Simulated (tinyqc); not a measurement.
# Doping from the body effect

Problem. The threshold of a long MOSFET, counted against the source, shifts by gamma (sqrt(2 phiF + Vsb) - sqrt(2 phiF)) with gamma = sqrt(2 eps0 eps_r q N)/Cox. Find 2 phiF, gamma and N from two shifts.

Values chosen for this exercise: relative permittivity eps_r = 11.7.

Constants: q = 1.602176634e-19 C, eps0 = 8.8541878128e-14 F/cm where lengths are in cm. Results are converted to the units shown.

|VT - VT(0)| at source-body biases 1 and 3.4 V (V): [0.051841281, 0.13338952]
Cox = 2.3020888 uF/cm^2

Answer. The ratio of the shifts depends on 2 phiF alone and rises steadily with it, so it fixes 2 phiF; either shift then gives gamma, and gamma gives N.

2 phiF = 0.775 V
gamma = 0.115 V^0.5
N = 2.10e17 cm^-3

Numbers from tinyqc (`OMP_NUM_THREADS=1 python tinyqc.py 2060039 2060040 out.jsonl`; about 0.01 s on one thread of a shared Intel Xeon 2.30GHz).
